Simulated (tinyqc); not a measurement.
Anneal temperature: kinetics of strain relaxation and threading dislocations in mismatched semiconductor layers. Computed by tinyqc, a small Python program. Command: `OMP_NUM_THREADS=1 python tinyqc.py 3024021 3024022 out.jsonl threading walk`. One thread of a shared host (Intel(R) Xeon(R) Processor @ 2.30GHz), about 0.01 s of CPU time with the checks.

60-degree dislocations on {111} planes of a (001) layer, isotropic elasticity. The Schmid factor is 1/sqrt(6), and a misfit segment relieves strain with b/2.

Inputs (values chosen for the exercise, for a model layer):

| quantity | value | unit |
|---|---|---|
| misfit f | 0.0149 | - |
| shear modulus G | 56.8 | GPa |
| Poisson ratio nu | 0.27 | - |
| Burgers vector b | 3.89 | angstrom |
| glide activation energy Q | 2.2 | eV |
| velocity prefactor v0 | 32000 | m/s per MPa |
| layer thickness h | 43 | nm |
| anneal temperature T | 852 | K |
| anneal time t | 2000 | s |
| initial thread density rho_0 | 1.4e+06 | 1/cm^2 |
| multiplication constant delta | 93000 | 1/m |

Sources: fixed density of threads.

Constants: k_B = 8.617333262e-05 eV/K.

Method:
- Excess resolved stress tau = (1/sqrt 6) [2 G (1 + nu)/(1 - nu)] (e - e_eq), e_eq = b (1 - nu/4) [ln(h/b) + 1]/(4 pi (1 + nu) h), the Matthews-Blakeslee strain of an uncapped layer; glide velocity v = v0 tau exp(-Q/(k_B T)), tau in MPa.
- Threads run in two directions, so de/dt = -(b/4) rho v, with rho fixed. With x = e - e_eq, x0 = f - e_eq (fully strained at t = 0) and v = m S x (m the mobility, S x = tau): x = x0 exp(-t/t_r), t_r = 4/(b rho_0 m S).
- The half time is that at which x = x0/2.

half time = 2034.16 s

excess stress tau = 958.857 MPa

equilibrium strain e_eq = 0.00301579

After the time t:

| T (K) | first velocity (micrometre/s) | relieved (%) | threads (1/cm^2) | half time (s) |
|---|---|---|---|---|
| 739 | 3.0444e-02 | 0.695 | 1.40e+06 | 1.9873e+05 |
| 766 | 1.0288e-01 | 2.330 | 1.40e+06 | 5.8808e+04 |
| 797 | 3.7614e-01 | 8.257 | 1.40e+06 | 1.6085e+04 |
| 822 | 9.9643e-01 | 20.412 | 1.40e+06 | 6.0720e+03 |
| 852 | 2.9744e+00 | 49.415 | 1.40e+06 | 2.0342e+03 |
| 873 | 6.1155e+00 | 75.371 | 1.40e+06 | 9.8934e+02 |
| 901 | 1.5175e+01 | 96.910 | 1.40e+06 | 3.9871e+02 |
| 947 | 6.0099e+01 | 100.000 | 1.40e+06 | 1.0067e+02 |

What follows from these numbers?

The half time follows exp(Q/(k_B T)), a decade for each 65 K near 852 K. Relief goes from 20 % at 822 K to 75.4 % at 873 K: with a fixed density the onset is gradual, and more threads relax the layer sooner. Caution: rows with more than 50 % relieved leave out blocking by crossing misfit lines, which slows real layers.

Extremes, crossings and ranges named in words are read from the listed rows.
